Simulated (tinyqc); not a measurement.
Inside a calculation. Method: plane-wave Kohn-Sham cycle with exchange-only LDA in a layered model solid. One step of it, computed by the program tinyqc.

Question. Iteration 2: potential. V_H(G) = 4 pi rho(G)/G^2 for G != 0 (uniform background); v_x = -(3 rho/pi)^(1/3); V = V_ext + V_H + v_x; Fourier components f(G_m) = (1/N) sum_j f(x_j) exp(-i G_m x_j).

A solid whose potential varies along x alone (atomic units):

| parameter | value |
|---|---|
| period a | 5.200000 |
| cross-section of the cell | 16.000000 |
| electrons per cell | 2 |
| grid points | 16 |
| plane waves -n..n, n | 3 |
| k points | 2 |
| V1 in V1 cos(2 pi x/a) | -0.210000 |

density after iteration 1 (e/bohr^3): 0.03301031  0.03210836  0.02968674  0.02644428  0.02315445  0.02038042  0.01838731  0.01722079  0.01684040  0.01722079  0.01838731  0.02038042  0.02315445  0.02644428  0.02968674  0.03210836

Give: Potentials on the grid; V(G_m), m = 0, 1, 2, ....

Answer.

Potentials on the grid (hartree):

| x | V_ext | V_H | v_x | V |
|---|---|---|---|---|
| 0.000 | -0.210 | 0.071 | -0.316 | -0.455 |
| 0.325 | -0.194 | 0.065 | -0.313 | -0.442 |
| 0.650 | -0.148 | 0.049 | -0.305 | -0.405 |
| 0.975 | -0.080 | 0.025 | -0.293 | -0.349 |
| 1.300 | 0 | -1.90e-03 | -0.281 | -0.283 |
| 1.625 | 0.080 | -0.028 | -0.269 | -0.216 |
| 1.950 | 0.148 | -0.049 | -0.260 | -0.160 |
| 2.275 | 0.194 | -0.063 | -0.254 | -0.123 |
| 2.600 | 0.210 | -0.067 | -0.252 | -0.110 |
| 2.925 | 0.194 | -0.063 | -0.254 | -0.123 |
| 3.250 | 0.148 | -0.049 | -0.260 | -0.160 |
| 3.575 | 0.080 | -0.028 | -0.269 | -0.216 |
| 3.900 | 0 | -1.90e-03 | -0.281 | -0.283 |
| 4.225 | -0.080 | 0.025 | -0.293 | -0.349 |
| 4.550 | -0.148 | 0.049 | -0.305 | -0.405 |
| 4.875 | -0.194 | 0.065 | -0.313 | -0.442 |

V(G_m), m = 0, 1, 2, ... (hartree): -0.282  -0.086  0.000  0.000  0.000  0.000  0.000
